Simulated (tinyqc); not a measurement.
# Changing the sheet density n

Model: scattering of inversion-layer electrons by surface optical phonons of the gate insulator (remote phonon scattering). Computed by tinyqc, a small Python program. Command: `OMP_NUM_THREADS=1 python tinyqc.py 3110222 3110223 out.jsonl sophonon sweep`. One thread of a shared host (Intel(R) Xeon(R) Processor @ 2.30GHz), about 0.02 s of CPU time with the checks.

One subband with the Fang-Howard envelope; insulator and channel are half-spaces, the gate is far away, and an interlayer only moves the polar surface away by t (its own modes and its permittivity contrast are left out).

Inputs (values chosen for the exercise, modelled on HfO2 on In0.53Ga0.47As):
```
quantity,value,unit
static constant of the insulator eps_0s,22.2,-
intermediate constant eps_i,6.52,-
optical constant eps_inf,5.08,-
hbar omega_TO1,12.7,meV
hbar omega_TO2,47.7,meV
constant of the channel eps_s,13.9,-
in-plane mass m,0.0441,m_0
valleys g_v,1,-
mean distance of the electrons z0 = 3/b,5,nm
interlayer thickness t,0.38,nm
temperature T,150,K
mobility from other processes,3360,cm^2/(V s)
```

Screening by the channel electrons: none.

Constants: k_B = 8.617333262e-05 eV/K; hbar^2/(2 m_0) = 3.80998212 eV angstrom^2; e^2/(4 pi eps_0) = 14.39964548 eV angstrom; hbar = 6.582119569e-16 eV s; e = 1.602176634e-19 C; m_0 = 9.1093837015e-31 kg.

Method:
- eps(w) = eps_inf + (eps_0s - eps_i) w1^2/(w1^2 - w^2) + (eps_i - eps_inf) w2^2/(w2^2 - w^2). Surface modes solve eps(w) + eps_s = 0, a quadratic in w^2; the strength of a mode is g = 2/(w d eps/dw).
- Occupation N = 1/(exp(hbar w/(k_B T)) - 1).
- Density of states D = g_v m/(pi hbar^2); eta = E_F/(k_B T) = ln(exp(n/(D k_B T)) - 1); screening wave number q_s = e^2 D/(2 eps_0 eps_avg) x 1/(1 + exp(-eta)), eps_avg = (eps_s + eps_inf)/2; b = 3/z0.
- For a mode of strength g, without the occupation factor, Area x |M(q)|^2 = e^2 hbar w g/(2 eps_0 q) x (b/(b + q))^6 exp(-2 q t).
- Approximate momentum relaxation rate, taking tau v alike in the initial and final states: 1/tau = (m/(2 pi hbar^3)) sum over modes and over absorption (N, E' = E + hbar w) and emission (N + 1, E' = E - hbar w > 0) of [(1 - f(E'))/(1 - f(E))] int_0^(2 pi) Area |M(q)|^2 (1 - cos theta) d theta, q^2 = k^2 + k'^2 - 2 k k' cos theta, f the Fermi function; 48 midpoints in theta from 0 to pi.
- mu = (e/m) int tau E f (1 - f) dE/(k_B T int f dE), by 300 midpoints from 0 to (max(eta, 0) + 14) k_B T; Matthiessen sum with the other processes.

One run for each value:
```
sheet density n (1/cm^2),remote-phonon mobility (cm^2/(V s)),eta,q_s (1/nm)
2.00e+11,3.5194e+04,0.275,0.09980
3.10e+11,3.6991e+04,0.984,0.12785
4.70e+11,4.3610e+04,1.824,0.15123
7.20e+11,6.0220e+04,2.974,0.16709
1.70e+12,1.6449e+05,7.138,0.17549
2.60e+12,2.9867e+05,10.919,0.17563
4.00e+12,5.6352e+05,16.798,0.17563
```

Give the missing row, sheet density n (1/cm^2) = 1.10e+12.

Computed row:
```
sheet density n (1/cm^2)  remote-phonon mobility (cm^2/(V s))    eta  q_s (1/nm)
1.10e+12                                           9.4432e+04  4.610     0.17390
```

Interpolating between the two neighbouring rows (the first column on a logarithmic scale, the others too where they are positive) misses most in remote-phonon mobility (cm^2/(V s)), by 4.7 %. Over the rows, remote-phonon mobility (cm^2/(V s)) rises from 35200 to 564000 (exponent d ln y / d ln x 0.11 between the first rows and 1.5 between the last); eta rises from 0.275 to 16.8 (exponent d ln y / d ln x 2.9 between the first rows and 1.0 between the last); q_s (1/nm) rises from 0.0998 to 0.176. z0 is held fixed, although a denser layer lies closer to the interface.

Caution (all rows): a relaxation time is only an approximation for inelastic scattering, and static or no screening brackets the true dynamic screening only roughly. Caution (rows 2.60e12, 4.00e12): E_F is high enough for upper subbands or non-parabolicity, left out here, to matter.
